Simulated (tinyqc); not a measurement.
## Planar ballistic transistor, top-of-the-barrier model: effect of the drain control CD/CS

At the top of the source barrier, states moving towards the drain are filled by the source (Fermi level 0) and states moving back by the drain (Fermi level -q Vd); nothing scatters. U is the shift of the band edge there, set by the capacitances CG, CD and CS (the total) and by the charge. Parabolic two-dimensional band; the source is grounded.

N0 = gv m kB T/(pi hbar^2), CG = eps0 eox/tox, vT = sqrt(2 kB T/(pi m)), CS = CG/aG, n0 = n at U = 0 and Vd = 0. eta1 = -(E0 + U)/Vt, eta2 = eta1 - Vd/Vt, n = (N0/2)[F_0(eta1) + F_0(eta2)], F_0(x) = ln(1 + exp x). U = UL + q (n - n0)/CS with UL = -(aG Vg + aD Vd), energies in eV. I = q (N0/2) vT [F_(1/2)(eta1) - F_(1/2)(eta2)] per width, F_(1/2)(x) = (2/sqrt(pi)) int_0^infinity u^(1/2)/(1 + exp(u - x)) du. CQ = (q/Vt) dn/d(eta1). E0 is held fixed.

Inputs (values chosen for the exercise); mass and valleys close to those of germanium: temperature T = 400 K; effective mass m = 0.114 m0; valley degeneracy gv = 4; relative permittivity of the gate insulator eox = 16; insulator thickness tox = 2.8 nm; gate control CG/CS aG = 0.84; band edge at the barrier top above the source Fermi level at zero bias E0 = 0.29 eV; gate voltage Vg = 0.8 V; drain voltage Vd = 0.8 V.

Constants: q = 1.602176634e-19 C, kB = 1.380649e-23 J/K, hbar = 1.054571817e-34 J s, m0 = 9.1093837015e-31 kg, Vt = kB T/q, eps0 = 8.8541878128e-14 F/cm where lengths are in cm. Results are converted to the units shown.

Effect of the drain control CD/CS:
```
aD     eta1  n (cm^-2)  I (uA/um)  mean velocity I/(q n) (cm/s)  CQ/CS
0     3.105   1.034e13       4534                       2.737e7  2.425
0.02  3.241   1.076e13       4785                       2.774e7  2.438
0.04  3.375   1.119e13       5040                       2.811e7  2.450
0.06  3.510   1.162e13       5301                       2.848e7  2.460
0.08  3.644   1.205e13       5567                       2.884e7  2.469
0.1   3.777   1.248e13       5838                       2.921e7  2.477
0.12  3.911   1.290e13       6114                       2.957e7  2.484
0.14  4.044   1.333e13       6395                       2.994e7  2.490
```

As aD goes from 0 to 0.14, n rises from 1.03e13 to 1.33e13 cm^-2, the mean velocity rises from 2.74e7 to 2.99e7 cm/s and the current rises from 4530 to 6390 uA/um. CQ/CS goes from 2.4 to 2.5.

Program tinyqc, `OMP_NUM_THREADS=1 python tinyqc.py 2400049 2400050 out.jsonl`; Intel Xeon 2.30GHz, shared host, one thread, about 0.01 s.
